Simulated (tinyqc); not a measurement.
CMOS latch-up, two-transistor model: two steps of the calculation.

A parasitic pnp (emitter at Vdd, base shunted by Rw) and npn (emitter at ground, base shunted by Rs) feed each other: the npn collector current flows out of the pnp base node, the pnp collector current into the npn base node. Forward-active transistors with constant gains: Icn = Isn exp(Vn/Vt), Icp = Isp (exp(Vp/Vt) - 1). A current Ii is injected into the npn base node.

Values chosen for this exercise; values close to those of bulk CMOS:
```
symbol    value  unit                                meaning
T           300     K                            temperature
bn         20.5                      current gain of the npn
bp          0.7                      current gain of the pnp
Isn     2.7e-16     A     saturation current of the npn at T
Isp     2.4e-15     A     saturation current of the pnp at T
Rs          520   ohm  substrate resistance shunting the npn
Rw         4800   ohm       well resistance shunting the pnp
Ii        0.964    mA    current injected into the substrate
```

Constants: q = 1.602176634e-19 C, kB = 1.380649e-23 J/K, Vt = kB T/q. Results are converted to the units shown.

Problem 1. The off branch. Node equations: Vp/Rw + Icp/bp = Icn and Vn/Rs + Icn/bn = Icp + Ii. Loop gain G = gn gp/[(1/Rw + gp/bp)(1/Rs + gn/bn)], gn = Icn/Vt, gp = (Icp + Isp)/Vt; the off state ends where G = 1, and Ii there is the trigger current. For each Vn: Icn, then Vp from the first equation, then Ii from the second.

Vn, point 0 to 7 (V): 0.495  0.575  0.625  0.655  0.675  0.695  0.71  0.725

Find: Icn; Vp; Icp; Ii; G.

Solution 1.

```
point	Icn (mA)	Vp (V)	Icp (mA)	Ii (mA)	G
0	5.585e-5	2.681e-4	2.502e-14	0.9519	5.058e-13
1	0.001233	0.005918	6.174e-13	1.106	1.388e-11
2	0.008529	0.04094	9.294e-12	1.202	3.694e-10
3	0.02722	0.1307	3.735e-10	1.261	3.722e-8
4	0.05900	0.2832	1.374e-7	1.301	2.861e-5
5	0.1279	0.5643	0.007236	1.336	1.052
6	0.2285	0.6226	0.06913	1.307	2.492
7	0.4082	0.6489	0.1911	1.223	4.024
```

Ii peaks at 1.336 mA, at Vn = 0.6947 V where G = 1; beyond it the loop feeds itself.

Problem 2. Response to the injected current, once round the loop per iteration. Icn = Isn exp(Vn/Vt); Vp solves Vp/Rw + Icp/bp = Icn; Vn(new) solves Vn/Rs + (Isn/bn) exp(Vn/Vt) = Icp + Ii.

Vn at the start = 0.54 V

Wanted: Icn; Vp; Icp; Vn after iteration 1.

Solution 2.

Icn = 3.184e-4 mA
Vp = 0.001528 V
Icp = 1.462e-13 mA
Vn after iteration 1 = 0.5013 V

Program tinyqc, `OMP_NUM_THREADS=1 python tinyqc.py 2670135 2670136 out.jsonl`; Intel Xeon 2.30GHz, shared host, one thread, about 0.06 s.
